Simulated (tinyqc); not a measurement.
What each parameter does: Wannier function of the lower band of a two-orbital chain.

H(k) = [[-d/2 - 2 ta cos k, -t1 - t2 exp(-ik)], [-t1 - t2 exp(ik), d/2 - 2 tb cos k]], k in 1/a, Bloch sums with exp(ikR) and without the positions inside the cell. Mesh k_j = 2 pi j/N. Projection gauge: each lower eigenvector u is multiplied by the phase that makes <trial|u> real and positive (the one-band case of Loewdin orthogonalisation). Wannier amplitudes w(R) = (1/N) sum_k exp(ikR) u(k); hoppings H(R) = (1/N) sum_k exp(-ikR) E(k).

Inputs chosen for the exercise: d = -0.5 eV (A at -d/2, B at +d/2); t1 = 1.14 eV (A-B in the cell); t2 = 0.71 eV (B to A of the next cell); ta = -0.29 eV (A-A between cells); tb = 0.2 eV (B-B between cells); xb = 0.61 a (position of B (A at 0)); th = 30 degrees (trial orbital cos(th) A + sin(th) B in cell 0).

N = 24: centre (folded into [0, 1)) and Omega_I from overlaps M_j = u_j^+ diag(1, exp(-i b xb)) u_(j+1), b = 2 pi/N: centre = -(1/2 pi) Im ln prod M_j, Omega_I = mean(1 - |M_j|^2)/b^2; and the first two hoppings H(R). Each row changes one parameter from the base and keeps the others.

Results:
```
case             centre (a)  Omega_I (a^2)  H(1) (eV)  H(2) (eV)
base                 0.2588         0.1719    -0.3190     0.0303
d = -0.2 eV          0.2106         0.1560    -0.2887     0.0212
t1 = 1.29 eV         0.2791         0.1519    -0.3224     0.0280
t2 = 0.61 eV         0.2795         0.1505    -0.2788     0.0188
ta = -0.19 eV        0.2873         0.1732    -0.3665     0.0394
xb = 0.66 a          0.2859         0.1858    -0.3190     0.0303
th = 40 degrees      0.2588         0.1719    -0.3190     0.0303
```

The largest shifts from the base row, up to three for each result and ties (the steps differ in size, so this ranks the rows, not the parameters). centre (a): d -0.0482, ta +0.0285, xb +0.0270; unchanged at the printed digits by th. Omega_I (a^2): t2 -0.0214, t1 -0.0201, d -0.0159; unchanged at the printed digits by th. H(1) (eV): ta -0.0475, t2 +0.0402, d +0.0303; unchanged at the printed digits by xb and th. H(2) (eV): t2 -0.0115, d -0.0092, ta +0.0091; unchanged at the printed digits by xb and th. The trial angle is a choice of gauge and moves none of these; xb enters the position operator alone, so it leaves the hoppings.

Run: tinyqc, `OMP_NUM_THREADS=1 python tinyqc.py 1450191 1450192 out.jsonl`; Intel(R) Xeon(R) Processor @ 2.30GHz, one thread, shared host; about 0.2 s of CPU time with all checks.
